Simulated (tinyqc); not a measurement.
## Trap density from swing and capacitance

Problem. In an MOS structure at one bias the subthreshold swing is S = Vt ln 10 (1 + (Cd + q Dit)/Cox) and 1/C_HF = 1/Cox + 1/Cd, Cox = 3.9 eps0/EOT. Find Cd and Dit.

Inputs (values chosen for the exercise):
```
symbol  value  unit                     meaning
T         300     K                 temperature
EOT        28    nm  equivalent oxide thickness
```

Constants: q = 1.602176634e-19 C, kB = 1.380649e-23 J/K, Vt = kB T/q, eps0 = 8.8541878128e-14 F/cm where lengths are in cm. Results are converted to the units shown.

S = 220.23149 mV/decade
C_HF = 35.185914 nF/cm^2

Answer. C_HF gives Cd, and the swing gives Cd + q Dit.

Cd = 49.23 nF/cm^2
Dit = 1.771e12 cm^-2 eV^-1

Numbers from tinyqc (`OMP_NUM_THREADS=1 python tinyqc.py 2030084 2030085 out.jsonl`; about 0.01 s on one thread of a shared Intel Xeon 2.30GHz).
